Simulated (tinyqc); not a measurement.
# Via and link resistance from two via chains

Problem. A chain of 1000 vias joined by 1000 metal links has R = 1000 (Rv + Rlink), with Rlink proportional to the link length. Find Rv, Rlink for length L, and the value of Rv that the short chain would give if the links were ignored.

resistance of chains of 1000 links with link lengths L and 3 L (ohm): 36100  42300

Solution. R per link is a straight line in the link length; its intercept at zero length is Rv.

Rv = 33.00 ohm
Rlink = 3.100 ohm
Rv without correction = 36.10 ohm

tinyqc, about 0.01 s, one thread, Intel Xeon 2.30GHz (shared host): `OMP_NUM_THREADS=1 python tinyqc.py 2750130 2750131 out.jsonl`
